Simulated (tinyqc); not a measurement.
Undoped gate-all-around wire MOSFET, analytic charge model: one step of the calculation.

An undoped round wire of radius R under an insulator shell and a surrounding gate; long channel, electrons only, n = ni exp((psi - V)/Vt) with V the quasi-Fermi potential (0 at the source, Vd at the drain), constant mobility, no quantisation. The radial Poisson equation gives n(r) = n(0)/(1 - (1 - b) r^2/R^2)^2 with b = Q0/(Q + Q0). Q is the electron charge per area of the wire surface.

Task. Constants of the wire. ni = sqrt(Nc Nv) exp(-Eg/(2 Vt)), Eg in volts; Cox = eps0 eox/(R ln(1 + tox/R)); Q0 = 4 eps0 eps_r Vt/R; V0 = dphi + Vt ln[8 eps0 eps_r Vt/(q ni R^2)].

Values chosen for this exercise; material values close to those of silicon:
```
symbol    value   unit                                             meaning
T           300      K                                         temperature
Eg          1.1     eV                                            band gap
eps_r      11.6                 relative permittivity of the semiconductor
Nc       2.8e19  cm^-3              conduction-band density of states at T
Nv      2.67e19  cm^-3                 valence-band density of states at T
eox        8.62                relative permittivity of the gate insulator
tox         3.4     nm                                 insulator thickness
R             6     nm                                         wire radius
dphi       0.15      V  gate work function less that of the intrinsic body
```

Constants: q = 1.602176634e-19 C, kB = 1.380649e-23 J/K, Vt = kB T/q, eps0 = 8.8541878128e-14 F/cm where lengths are in cm. Results are converted to the units shown.

Give: ni; Cox; Q0; V0.

Result.

ni = 1.575e10 cm^-3
Cox = 2.833 uF/cm^2
Q0 = 177.0 nC/cm^2
V0 = 0.6482 V

Program tinyqc, `OMP_NUM_THREADS=1 python tinyqc.py 2460111 2460112 out.jsonl`; Intel Xeon 2.30GHz, shared host, one thread, about 0.04 s.
